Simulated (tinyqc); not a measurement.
# Pinning factor and decay constant from two barriers

Inverse problem. phiB = S (phiM - chi) + (1 - S)(Eg - E0) with S = 1/(1 + (1/S0 - 1) exp(-be ti)). Find S0, S at the given thickness and be.

Inputs (values chosen for the exercise); semiconductor values close to those of silicon; interlayer mass of the order of that in strontium titanate, offset chosen freely: band gap Eg = 1.14 eV; electron affinity chi = 4.1 eV; charge-neutrality level above the valence band E0 = 0.36 eV; metal work function phiM = 4.14 eV.

phiB at ti = 0, 0.4 nm (eV): [0.5728, 0.30637029]

Answer. Each barrier gives its S by linear interpolation between the pinned and the unpinned value; the ratio of the two values of 1/S - 1 is exp(be ti).

S0 = 0.280
S = 0.640
be = 3.80 1/nm

tinyqc, about 0.04 s, one thread, Intel Xeon 2.30GHz (shared host): `OMP_NUM_THREADS=1 python tinyqc.py 2270168 2270169 out.jsonl`
